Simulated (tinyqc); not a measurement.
Chemical vapour deposition: Grove model, boundary layer, depletion and step coverage: one step, computed by the program tinyqc. Command: `OMP_NUM_THREADS=1 python tinyqc.py 3015606 3015607 out.jsonl cvd walk`. One thread of a shared host (Intel(R) Xeon(R) Processor @ 2.30GHz), about 0.04 s of CPU time with the checks.

A precursor diffuses to the surface and reacts there at first order; each molecule that reacts adds one formula unit of film.

Task: Step coverage in a trench. In a long trench of width w and depth l = aspect ratio x w: Knudsen diffusivity D_K = (2w) c/3 (hydraulic diameter 2w), combined as 1/D_e = 1/D_K + 1/D; D_e d2C/dz2 = 2 k_s C/w with D_e dC/dz = -k_s C at the floor. With m = sqrt(2 k_s/(w D_e)): C(floor)/C(top) = 1/[cosh(m l) + (k_s/(D_e m)) sinh(m l)].

Inputs (values chosen for the exercise, close to those used for epitaxial silicon from a chlorosilane): temperature T = 950 C; trench width w = 0.17 um; aspect ratio of the trench = 140.

Reactor: horizontal, reduced pressure.

mean speed c = 43717.71 cm/s

gas diffusivity D = 25.24369 cm^2/s

surface rate constant k_s = 7.715763 cm/s

Give: Knudsen diffusivity D_K; effective diffusivity D_e; modulus m l; step coverage.

Result:

Knudsen diffusivity D_K = 0.4955 cm^2/s

effective diffusivity D_e = 0.4859 cm^2/s

modulus m l = 3.253

step coverage = 0.07632

Caution: the hydraulic-diameter form of D_K is rough for a slit.
